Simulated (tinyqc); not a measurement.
Hall effect and magnetoresistance of several carrier groups with constant relaxation times. From apparent density back to density n1. Computed by tinyqc, a small Python program. Command: `OMP_NUM_THREADS=1 python tinyqc.py 3016635 3016636 out.jsonl hall2 inv`. One thread of a shared host (Intel(R) Xeon(R) Processor @ 2.30GHz), about 0.01 s of CPU time with the checks.

Group 1 has charge +e and group 2 charge +e; s_i is that sign. B lies along z; mu B is formed with mu in m^2/(V s).

Inputs (values chosen for the exercise, for a model conductor): mobility mu1 = 6900 cm^2/(V s); density n2 = 4.5e+13 1/cm^2; mobility mu2 = 340 cm^2/(V s); magnetic field B = 0.38 T.

Carriers: light and heavy holes. Densities: per area (a thin layer).

Constants: e = 1.602176634e-19 C.

Method. sigma_xx = sum n_i e mu_i/(1 + mu_i^2 B^2); sigma_xy = sum s_i n_i e mu_i^2 B/(1 + mu_i^2 B^2). rho_xx = sigma_xx/(sigma_xx^2 + sigma_xy^2); Hall coefficient R_H = sigma_xy/(B (sigma_xx^2 + sigma_xy^2)), with B in V s/cm^2 (1 T = 1e-4 V s/cm^2); magnetoresistance MR = rho_xx(B)/rho_xx(0) - 1. Apparent density 1/(e |R_H|); Hall mobility |R_H|/rho_xx.

Task: A run gave the result below. Find the density n1, known to lie between 9.3e+11 and 1.6e+12 1/cm^2.

apparent density = 9.37752e+12 1/cm^2

Result:

Each step takes the trial c = (a f_b - b f_a)/(f_b - f_a), f being the result less the target and a, b, c the logarithms of the listed values; c replaces end b, the old b replaces a if the sign of f changed, and otherwise f_a is halved.

Scan of the range:
```
density n1 (1/cm^2)  apparent density (1/cm^2)
9.30e+11                           9.79838e+12
1.02e+12                           9.52925e+12
1.11e+12                           9.31281e+12
1.22e+12                           9.10431e+12
1.34e+12                           8.93171e+12
1.46e+12                           8.80365e+12
1.60e+12                           8.69808e+12
```

False position (Illinois rule, in the logarithm of the input) inside the bracket:
```
step        end a        end b        trial  apparent density (1/cm^2)
1     1.02000e+12  1.11000e+12  1.08229e+12                9.37455e+12
2     1.02000e+12  1.08229e+12  1.07987e+12                9.38013e+12
3     1.08229e+12  1.07987e+12  1.08100e+12                9.37752e+12
4     1.07987e+12  1.08100e+12  1.08100e+12                9.37752e+12
```

Apparent density falls at every point of a 13-point scan of the range (every second point is shown), so one value fits; it is bracketed by 1.02e12 and 1.11e12. Answer: density n1 = 1.081e12 1/cm^2.
